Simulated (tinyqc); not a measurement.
p-n diode with diffusion and depletion-layer recombination: effect of the temperature.

Abrupt junction in the depletion approximation, low injection, full ionisation, neutral widths fixed, ohmic contact on the p side. Vj is the junction voltage; where a series resistance Rs is given, V = Vj + J Rs is the terminal voltage.

Nc and Nv are given at 325 K and scale as (T/325 K)^1.5; Eg, mobilities and lifetimes are held fixed. ni = sqrt(Nc Nv) exp(-Eg/(2 Vt)), Eg in volts; D = mu Vt; Ln = sqrt(Dn tn), Lp = sqrt(Dp tp); J0n = q ni^2 Dn coth(wp/Ln)/(Ln Na); J0p = (q ni^2 Dp/(Lp Nd)) (s + tanh(wn/Lp))/(1 + s tanh(wn/Lp)), s = Sp Lp/Dp. J_diff = (J0n + J0p)(exp(Vj/Vt) - 1). Vbi = Vt ln(Na Nd/ni^2), W = sqrt(2 eps0 eps_r (Vbi - Vj)(1/Na + 1/Nd)/q), xp = W Nd/(Na + Nd), xn = W Na/(Na + Nd); u(x) = q Na (x + xp)^2/(2 eps0 eps_r) for x < 0 and Vbi - Vj - q Nd (xn - x)^2/(2 eps0 eps_r) for x > 0; p = Na exp(-u/Vt), n = Nd exp((u - Vbi + Vj)/Vt); U = ni^2 (exp(Vj/Vt) - 1)/(tp (n + ni exp(Et/Vt)) + tn (p + ni exp(-Et/Vt))); J_scr = q times the integral of U from -xp to xn. J = J_diff + J_scr.

Inputs (values chosen for the exercise); band and dielectric values close to those of 4H silicon carbide: band gap Eg = 3.27 eV; relative permittivity eps_r = 9.71; conduction-band density of states at the reference temperature Nc = 1.88e19 cm^-3; valence-band density of states at the reference temperature Nv = 2.81e19 cm^-3; acceptor density Na = 1e16 cm^-3; donor density Nd = 2.4e17 cm^-3; electron mobility in the p side mun = 690 cm^2/(V s); hole mobility in the n side mup = 52 cm^2/(V s); electron lifetime tn = 2e-7 s; hole lifetime tp = 5e-7 s; neutral width of the p side wp = 12 um; neutral width of the n side wn = 1.5 um; recombination velocity at the n contact Sp = 1e7 cm/s; trap level above the intrinsic level Et = 0.15 eV; junction voltage at which recombination is evaluated Vj = 1.72 V.

Constants: q = 1.602176634e-19 C, kB = 1.380649e-23 J/K, Vt = kB T/q, eps0 = 8.8541878128e-14 F/cm where lengths are in cm. Results are converted to the units shown.

Effect of the temperature:
```
T (K)  J0n (A/cm^2)  J0p (A/cm^2)  J_diff (A/cm^2)  J_scr (A/cm^2)  J_scr/J (%)   wn/Lp
220       4.150e-68     8.985e-70        1.070e-28       7.029e-18        100.0  0.2137
260       2.648e-56     5.851e-58        5.922e-23       5.903e-15        100.0  0.1965
300       1.304e-47     2.926e-49        1.046e-18       8.747e-13        100.0  0.1830
340       6.162e-41     1.399e-42        1.972e-15       4.198e-11        100.0  0.1719
380       1.204e-35     2.760e-37        7.979e-13       9.288e-10        99.91  0.1626
420       2.403e-31     5.554e-33        1.071e-10        1.180e-8        99.10  0.1546
460       8.865e-28     2.062e-29         6.339e-9        9.941e-8        94.01  0.1478
```

As T goes from 220 to 460, J0p rises from 8.99e-70 to 2.06e-29 A/cm^2, J_scr rises from 7.03e-18 to 9.94e-8 A/cm^2 and its share falls from 100 to 94.0 %. Activation energies -d ln J/d(1/kB T) over the table: 1.65 eV for J_diff (compare Eg - Vj = 1.55 eV, raised by the power-law prefactors) and 0.849 eV for J_scr.

Numbers from tinyqc (`OMP_NUM_THREADS=1 python tinyqc.py 2260112 2260113 out.jsonl`; about 0.01 s on one thread of a shared Intel Xeon 2.30GHz).
